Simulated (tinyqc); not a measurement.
Convergence with the plane-wave basis: k.p theory built from an empirical-pseudopotential calculation at Gamma.

Empirical pseudopotential on the fcc lattice, atoms at +/- tau, tau = a (1,1,1)/8, no spin-orbit coupling. H(G,G') = c (2 pi/a)^2 |k + G|^2 delta + VS(q) cos(q.tau) + i VA(q) sin(q.tau), q = G - G', c = hbar^2/2m0; k and G in units of 2 pi/a; VS at |q|^2 = 3, 8, 11 and VA at 3, 4, 11, in rydberg, zero elsewhere. The basis holds all G with |G|^2 up to a cut-off. Energies are counted from the fourth level at Gamma.

For a multiplet A of d_A states, W(B) = (4 c/(3 d_A)) sum over n in A, m in B and i = x, y, z of |<n|G_i|m>|^2 (G in 1/angstrom, <n|G_i|m> = sum_G c_n(G)* G_i c_m(G)); the mean inverse mass of A is 1 + sum_B W(B)/(E_A - E_B). Multiplets with W = 0 are left out.

Valence parameters: D(u) = c + 4 c^2 sum_m <n|u.G|m><m|u.G|n'>/(0 - E_m) on the valence triplet, in units of c, has eigenvalues L, M, M along [100] and (L + 2M + 2N)/3, (L + 2M - N)/3 twice along [111]; g1 = -(L + 2M)/3, g2 = -(L - M)/6, g3 = -N/6.

Constants: hbar^2/2m0 = 3.80998211 eV angstrom^2; Ry = 13.60569312 eV.

Parameters, chosen for this exercise (out of a larger set: near those of GaAs; not measured data):
```
symbol  value                   unit      meaning
a       5.626                   angstrom  lattice constant
VS      (-0.235, 0.008, 0.061)  Ry        symmetric form factors
VA      (0.072, 0.052, 0.011)   Ry        antisymmetric form factors
```

E_s is the lowest empty singlet, Ep its W to the valence triplet, m its mass.

Results:
```
cut-off  plane waves  E_s (eV)  Ep (eV)  m (m0)    g1    g2    g3
8                 27     1.298    17.92  0.0677  6.13  1.97  2.68
11                51     1.314    18.28  0.0673  6.12  2.07  2.63
12                59     1.354    18.27  0.0692  6.06  1.98  2.59
16                65     1.353    18.29  0.0691  6.08  1.98  2.60
19                89     1.353    18.29  0.0691  6.08  1.98  2.59
20               113     1.358    18.28  0.0694  6.06  1.97  2.58
24               137     1.359    18.28  0.0694  6.06  1.97  2.58
```

How do the results move, and what explains it?

Against the last row, E_s errs most, by -0.062 eV, at cut-off 8, and by -0.001 eV in the last row but one. Ep varies by 2.0 % over the table and m by 3.1 %: the mass, near E_s/Ep, inherits the errors of both. Local form factors fix the converged values only roughly. The gap is a difference of two levels, so it need not converge steadily, and here it does not.

(tinyqc, `OMP_NUM_THREADS=1 python tinyqc.py 1081539 1081540 out.jsonl`, Intel(R) Xeon(R) Processor @ 2.30GHz, 1 thread, shared host, about 0.7 s.)
